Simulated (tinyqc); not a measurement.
# Stress from a rosette of three resistors

Inverse problem. In the (001) plane dR/R(0) = p11 sxx + p12 syy, dR/R(90) = p12 sxx + p11 syy and dR/R(45) = (p11 + p12)(sxx + syy)/2 + p44 sxy. Find the three stresses.

Values chosen for this exercise:
- p11 = -105 x 1e-11/Pa (piezoresistive coefficient)
- p12 = 52.9 x 1e-11/Pa (piezoresistive coefficient)
- p44 = -12.8 x 1e-11/Pa (piezoresistive coefficient)

dR/R at 0, 45 and 90 degrees (%): [-22.267100, -0.6474, 22.892300]

Answer. The first and third give sxx and syy; the 45-degree value less their mean is p44 sxy.

sxx = 137 MPa
syy = -149 MPa
sxy = 75.0 MPa

tinyqc, about 0.01 s, one thread, Intel Xeon 2.30GHz (shared host): `OMP_NUM_THREADS=1 python tinyqc.py 2530004 2530005 out.jsonl`
